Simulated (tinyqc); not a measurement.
Worked calculation: lattice vibrations of a chain. One step of it, computed by the program tinyqc.

Problem. Dynamical matrix at q = 0.46. q is in units of 2 pi/a. A spring k from atom i to atom j, n cells on, adds k to Phi_ii and Phi_jj, -k exp(2 pi i q n) to Phi_ij and the conjugate to Phi_ji (for one atom a cell: 2k (1 - cos 2 pi q n)); D_ij = Phi_ij / sqrt(m_i m_j).

A chain moving along its axis:
```
atom    mass (u)  spring to the next atom (eV/angstrom^2)
1      22.200000                                15.500000
2     117.200000                                15.000000
```

Give: D(q).

Solution.

D(q) (eV/(angstrom^2 u)):
$$\begin{pmatrix}
1.374 & -0.019+0.073i \\
-0.019-0.073i & 0.260
\end{pmatrix}$$
